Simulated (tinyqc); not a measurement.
Donor level screened by free carriers (Yukawa potential): one step. Units and screening length. Three cases, with inputs chosen for the exercise.

Task: Give Ry* = Ry m/eps^2, a* = a0 eps/m, EF, the three values of ks, and x = ks a*.

Screening wave number: Debye ks^2 = 4 pi q n/(eps kB T); Thomas-Fermi ks^2 = 6 pi q n/(eps EF) with EF = c (3 pi^2 n/gv)^(2/3)/m, c = hbar^2/2m0; the two are joined by 1/ks^2 = sqrt(1/ks_D^4 + 1/ks_TF^4). 1e18/cm^3 = 1e-6/angstrom^3, q = e^2/(4 pi eps0).

Constants: e^2/(4 pi eps0) = 14.39964547 eV angstrom; kB = 8.617333262e-05 eV/K; hbar^2/2m0 = 3.80998211 eV angstrom^2; Ry = 13.60569312 eV; a0 (Bohr radius) = 0.5291772105 angstrom.

Case 1.

Values chosen (near those of a donor in InP, with one mean mass; shifted at random, so the results belong to these values and not to a real crystal):
- m = 0.08 m0 (mass)
- eps = 12.7 (dielectric constant)
- gv = 1 (valleys)
- T = 77 K (temperature)
- n = 0.0015 x 1e18/cm^3 (free-carrier density)

Case 2.

Values chosen (near those of a donor in Ge, with one mean mass; shifted at random, so the results belong to these values and not to a real crystal):
- m = 0.173 m0 (mass)
- eps = 16.2 (dielectric constant)
- gv = 4 (valleys)
- T = 300 K (temperature)
- n = 0.078 x 1e18/cm^3 (free-carrier density)

Case 3.

Values chosen (near those of a donor in InP, with one mean mass; shifted at random, so the results belong to these values and not to a real crystal):
- m = 0.082 m0 (mass)
- eps = 12.7 (dielectric constant)
- gv = 1 (valleys)
- T = 200 K (temperature)
- n = 0.016 x 1e18/cm^3 (free-carrier density)

Give: Ry*; a*; EF; ks: Debye, Thomas-Fermi, joined; x.

Result:

Case 1.

Ry* = 6.748 meV
a* = 84.01 angstrom
EF = 0.60 meV

ks: Debye, Thomas-Fermi, joined (1/angstrom): [0.00179, 0.00733, 0.00179]

x = 0.1506

EF/kB T = 0.09, so the Debye value, the smaller one, controls the screening.

Case 2.

Ry* = 8.969 meV
a* = 49.55 angstrom
EF = 1.53 meV

ks: Debye, Thomas-Fermi, joined (1/angstrom): [0.00581, 0.02925, 0.00580]

x = 0.2876

EF/kB T = 0.06, so the Debye value, the smaller one, controls the screening.

Case 3.

Ry* = 6.917 meV
a* = 81.96 angstrom
EF = 2.82 meV

ks: Debye, Thomas-Fermi, joined (1/angstrom): [0.00364, 0.01100, 0.00363]

x = 0.2972

EF/kB T = 0.16, so the Debye value, the smaller one, controls the screening.

Computed by tinyqc, one run a case: `OMP_NUM_THREADS=1 python tinyqc.py N N+1 out.jsonl` with N = 1251058, 1251084, 1251214; one thread of a shared Intel(R) Xeon(R) Processor @ 2.30GHz, about 0.01 s a run at most.
